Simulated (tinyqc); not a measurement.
Gate length: charge control and current of a heterostructure field-effect transistor. Computed by tinyqc, a small Python program. Command: `OMP_NUM_THREADS=1 python tinyqc.py 3019313 3019314 out.jsonl hemt walk`. One thread of a shared host (Intel(R) Xeon(R) Processor @ 2.30GHz), about 0.01 s of CPU time with the checks.

Two subbands in a triangular well; E_F is counted from the conduction band edge of the channel at the interface.

Inputs (values chosen for the exercise, modelled on AlGaAs/GaAs): channel mass m = 0.067 m_0; permittivity eps (barrier and channel) = 12.6; barrier thickness d = 42 nm; Schottky barrier phi_B = 0.92 eV; conduction band offset dE_c = 0.22 eV; delta-doping density N_d = 3.7e+12 1/cm^2; gate voltage V_G = 0 V; mobility mu = 7600 cm^2/(V s); saturation velocity v_s = 1.3 1e7 cm/s; gate length L = 2000 nm; source resistance R_S = 1 ohm mm; temperature T = 300 K; mixing = 0.3; iteration cap = 200; spacer between delta layer and channel = 2.4 nm.

Charge source: delta doping. Velocity law: two-piece.

Constants: e = 1.602176634e-19 C; eps_0 = 8.8541878128e-12 F/m; k_B = 8.617333262e-05 eV/K; hbar = 1.054571817e-34 J s; m_0 = 9.1093837015e-31 kg; k_B = 1.380649e-23 J/K.

Method:
- Threshold V_T = phi_B - dE_c - e N_d (d - spacer)/(eps eps_0) (in volts); C_b = eps eps_0/d.
- Charge control: n_s = C_b (V_G - V_T - E_F/e)/e. Well: mean field F = e n_s/(2 eps eps_0), E_i = (hbar^2/2m)^(1/3) [(3 pi e F/2)(i + 3/4)]^(2/3), i = 0, 1; n_s = D k_B T sum_i ln(1 + exp((E_F - E_i)/k_B T)), D = m/(pi hbar^2), which is solved in closed form for E_F.
- Iteration from n_s = C_b (V_G - V_T)/(2e): E_F from n_s, n_out from the charge control, n_new = n_s + mixing (n_out - n_s), kept above n_s/10; stop when |n_out/n_s - 1| < 1e-9.
- C_g = e dn_s/dV_G = 1/(1/C_b + 1/C_q), 1/C_q = d(E_F/e)/d(e n_s) by a central difference of +/- 0.1 % in n_s; added distance dd = eps eps_0/C_q.
- With V = e n_s/C_g and V_c = v_s L/mu: for v = mu F up to v_s, I/W = C_g v_s V_c (sqrt(1 + (V/V_c)^2) - 1) and V_Dsat = V + V_c - sqrt(V^2 + V_c^2); g_m = dI/dV; extrinsic g_m/(1 + g_m R_S); f_T = g_m/(2 pi C_g L).

sheet density n_s = 2.03455e+12 1/cm^2

gate capacitance C_g = 0.236526 microfarad/cm^2

V = 1.37816 V

Scaling; the last columns are v_s/(2 pi L) and mu V/(2 pi L^2):
```
L (nm)  I/W (mA/mm)  g_m (mS/mm)  extrinsic g_m (mS/mm)  f_T (GHz)  velocity limit (GHz)  mobility limit (GHz)
30           422.19       307.48                 235.17     689.67                689.67            1.8522e+05
60           420.62       307.48                 235.17     344.83                344.84            4.6305e+04
120          417.50       307.45                 235.15     172.40                172.42            1.1576e+04
250          410.82       307.34                 235.09      82.72                 82.76            2.6672e+03
500          398.28       306.89                 234.83      41.30                 41.38            6.6680e+02
1000         374.42       305.14                 233.80      20.53                 20.69            1.6670e+02
2000         331.43       298.43                 229.84      10.04                 10.35            4.1675e+01
5000         235.75       261.26                 207.14       3.52                  4.14            6.6680e+00
```

f_T scales as L^-1.00 at the short end and L^-1.15 at the long end; the two limits cross at L = mu V/v_s = 8060 nm. g_m tends to C_g v_s = 307 mS/mm, and R_S cuts it by 24 % at the shortest gate. Fringe capacitances and short-channel effects, left out, lower f_T once L is below about ten barrier thicknesses. Caution: E_F lies above the conduction band minimum of the barrier, so electrons would spill into the barrier.

Extremes, crossings and ranges named in words are read from the listed rows.
